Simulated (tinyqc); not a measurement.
## Abrupt p-n junction, non-linear Poisson equation by Newton steps: effect of temperature

One dimension, p side on the left, n side on the right; net doping C = -Na for x < 0 and +Nd for x > 0. The potential psi is counted from the intrinsic level, and the quasi-Fermi potentials are flat: 0 for holes and -V for electrons, so n = ni exp((psi + V)/Vt) and p = ni exp(-psi/Vt) (Boltzmann statistics, full ionisation, no current). Under reverse bias this makes the minority densities vanishingly small everywhere; they play no part in the charge.

Nc and Nv are given at 293 K and scale as (T/293 K)^1.5; Eg and eps_r are held fixed and ionisation stays complete. ni = sqrt(Nc Nv) exp(-Eg/(2 Vt)), Eg in volts. Depletion approximation: Vbi = Vt ln(Na Nd/ni^2), W = sqrt(2 eps0 eps_r (Vbi - V)(1/Na + 1/Nd)/q), xp = W Nd/(Na + Nd), xn = W Na/(Na + Nd), peak field 2 (Vbi - V)/W, capacitance eps0 eps_r/W. Exact first integral for an abrupt junction with thick neutral sides: psi_p = -Vt ln(Na/ni), psi_n = Vt ln(Nd/ni) - V, psi_j = (Nd psi_n + Na psi_p - Vt (Nd - Na))/(Na + Nd) at the junction, n_j = ni exp((psi_j + V)/Vt), p_j = ni exp(-psi_j/Vt), and E_j^2 = (2 q/(eps0 eps_r)) [Nd (psi_n - psi_j - Vt) + Vt (n_j + p_j)] (minority densities of the neutral sides neglected).

Inputs (values chosen for the exercise); band and dielectric values close to those of silicon: band gap Eg = 1.11 eV; relative permittivity eps_r = 11.5; conduction-band density of states at the reference temperature Nc = 2.74e19 cm^-3; valence-band density of states at the reference temperature Nv = 2.56e19 cm^-3; acceptor density of the p side Na = 1.3e18 cm^-3; donor density of the n side Nd = 6.3e16 cm^-3; bias of the p side against the n side V = -1.3 V.

Constants: q = 1.602176634e-19 C, kB = 1.380649e-23 J/K, Vt = kB T/q, eps0 = 8.8541878128e-14 F/cm where lengths are in cm. Results are converted to the units shown.

The same in every row: share of W on the n side (%) = 95.38.

Results:
```
T (K)  ni (cm^-3)  Vbi (V)  W (nm)  peak field, depletion (kV/cm)  peak field, exact (kV/cm)
200       1.545e5   0.9737   219.3                          207.4                      205.8
280       2.534e9   0.8948   215.5                          203.7                      201.6
320      5.490e10   0.8530   213.4                          201.8                      199.5
360      6.130e11   0.8099   211.3                          199.7                      197.3
400      4.296e12   0.7657   209.0                          197.6                      195.2
440      2.142e13   0.7204   206.7                          195.5                      193.1
480      8.266e13   0.6742   204.4                          193.2                      191.1
```

Estimate the missing row, T = 240 K.

Computed row:
```
T (K)  ni (cm^-3)  Vbi (V)  W (nm)  peak field, depletion (kV/cm)  peak field, exact (kV/cm)
240       4.350e7   0.9351   217.4                          205.6                      203.7
```

With this row back in the table: ni rises from 1.54e5 to 8.27e13 cm^-3, while Vbi falls from 0.974 to 0.674 V, on average -1.07 mV/K; W falls from 219 to 204 nm. The depletion field is 0.76 % above the exact one in the first row and 1.1 % above it in the last.

Numbers from tinyqc (`OMP_NUM_THREADS=1 python tinyqc.py 2000010 2000011 out.jsonl`; about 0.03 s on one thread of a shared Intel Xeon 2.30GHz).
